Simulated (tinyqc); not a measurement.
Valley-orbit splitting of a donor ground state, with strain. Inputs raised by 2 %, one at a time. Computed by tinyqc, a small Python program. Command: `OMP_NUM_THREADS=1 python tinyqc.py 3018568 3018569 out.jsonl valleyorbit sens`. One thread of a shared host (Intel(R) Xeon(R) Processor @ 2.30GHz), about 0.01 s of CPU time with the checks.

The basis is the 1s envelope in each valley; energies are counted from the unstrained conduction-band edge. The strain is e_s (a a^T - 1/3) for the unit stress axis a, so valley j along n_j moves by Xi_u e_s w_j with w_j = (n_j.a)^2 - 1/3: +1/3 for [111] and [-1-11], -1/3 for the others.

Inputs (values chosen for the exercise, modelled on donors in germanium):
```
quantity                                    value   unit
single-valley binding energy E_0               10    meV
central-cell shift Lambda                    0.27    meV
coupling Delta_1                             0.62    meV
shear deformation potential Xi_u             16.5     eV
shear strain e_s                          -0.0014      -
temperature T                                 120      K
donor density N_D                         8.9e+15  cm^-3
density-of-states mass of one valley m_e    0.226    m_0
```

Valleys: four along <111>. Stress axis: [110].

Constants: k_B = 8.617333262e-05 eV/K; m_0 = 9.1093837015e-31 kg; k_B = 1.380649e-23 J/K; h = 6.62607015e-34 J s.

Method:
- H_jj = -(E_0 + Lambda) + Xi_u e_s w_j; H_jk = -Delta_1 between any two valleys.
- Diagonalise H; the ground vector has positive components. The density at the nucleus, and so the contact hyperfine coupling, scales as (sum_j c_j)^2/(number of valleys), which is 1 without strain; the envelopes are held fixed.
- The binding energy is counted from the lowest valley edge, min_j Xi_u e_s w_j; the gap is from the ground state to the next level.
- z = sum over levels of exp(-(E - E_ground)/k_B T), the ground-state share being 1/z; N_c = 2 (2 pi m_e k_B T/h^2)^(3/2) sum_j exp(-(shift_j - lowest shift)/k_B T); n1 = N_c/(2 z) exp(-binding/k_B T), binding = lowest shift - E_ground; without compensation n = 2 N_D/(1 + sqrt(1 + 4 N_D/n1)) (Boltzmann statistics; p and higher states left out).

Runs; columns: (1) input moved; (2) from; (3) to; (4) binding energy under strain (meV); (5) gap to the first excited state (meV); (6) free electrons n (cm^-3); (7) share of neutral donors in the ground state:
```
(1)                                         (2)        (3)    (4)    (5)        (6)     (7)
base run                                      -          -  10.99  1.339  8.346e+15  0.4352
single-valley binding energy E_0 (meV)       10       10.2  11.19  1.339  8.336e+15  0.4352
central-cell shift Lambda (meV)            0.27     0.2754  10.99  1.339  8.346e+15  0.4352
coupling Delta_1 (meV)                     0.62     0.6324  11.01  1.368  8.346e+15  0.4358
shear deformation potential Xi_u (eV)      16.5      16.83  10.99  1.337  8.346e+15  0.4375
shear strain e_s                        -0.0014  -0.001428  10.99  1.337  8.346e+15  0.4375
temperature T (K)                           120      122.4  10.99  1.339  8.370e+15  0.4323
donor density N_D (cm^-3)               8.9e+15  9.078e+15  10.99  1.339  8.503e+15  0.4352
```

Exponents ln(y'/y) / ln(x'/x); columns: (1) input; (2) binding energy under strain; (3) gap to the first excited state; (4) free electrons n; (5) share of neutral donors in the ground state:
```
(1)                                  (2)     (3)     (4)     (5)
single-valley binding energy E_0   0.911   0.000  -0.058   0.000
central-cell shift Lambda          0.025   0.000  -0.002   0.000
coupling Delta_1                   0.075   1.074  -0.001   0.070
shear deformation potential Xi_u  -0.009  -0.072   0.000   0.265
shear strain e_s                  -0.009  -0.072   0.000   0.265
temperature T                      0.000   0.000   0.143  -0.334
donor density N_D                  0.000   0.000   0.941   0.000
```

To which inputs is each result most sensitive?

Among the inputs moved here: binding energy under strain answers most in size to single-valley binding energy E_0 (exponent +0.911), next to coupling Delta_1 (+0.075); its exponent is below 0.0005 for temperature T, donor density N_D. gap to the first excited state answers most in size to coupling Delta_1 (exponent +1.074), next to shear deformation potential Xi_u (-0.072); its exponent is below 0.0005 for single-valley binding energy E_0, central-cell shift Lambda, temperature T, donor density N_D. free electrons n answers most in size to donor density N_D (exponent +0.941), next to temperature T (+0.143); its exponent is below 0.0005 for shear deformation potential Xi_u, shear strain e_s. Share of neutral donors in the ground state answers most in size to temperature T (exponent -0.334), next to shear deformation potential Xi_u (+0.265); its exponent is below 0.0005 for single-valley binding energy E_0, central-cell shift Lambda, donor density N_D.

Caution (all rows): k_B T exceeds a third of E_0, so the p and higher states, left out, hold part of the bound electrons. Caution (rows base run, central-cell shift Lambda, coupling Delta_1, shear deformation potential Xi_u, shear strain e_s, temperature T, donor density N_D): at this donor density neighbouring orbits begin to overlap and the depth shrinks, which a fixed level leaves out.
